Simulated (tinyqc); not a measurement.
## Thickness from two neighbouring fringes

Question. At normal incidence a transparent film with an index between those of air and substrate, taken as constant, has reflectance minima at 2 n1 d = (m + 1/2) lam (small phase shifts at the substrate neglected). Find d and the order m of the shorter wavelength.

Parameters, values chosen for the exercise: index of the transparent film n1 = 1.671.

wavelengths of two neighbouring reflectance minima (nm): 557  716.14286

Answer. Neighbouring orders differ by one: 2 n1 d (1/lam1 - 1/lam2) = 1.

d = 750 nm
m = 4

Numbers from tinyqc (`OMP_NUM_THREADS=1 python tinyqc.py 2870154 2870155 out.jsonl`; about 0.01 s on one thread of a shared Intel Xeon 2.30GHz).
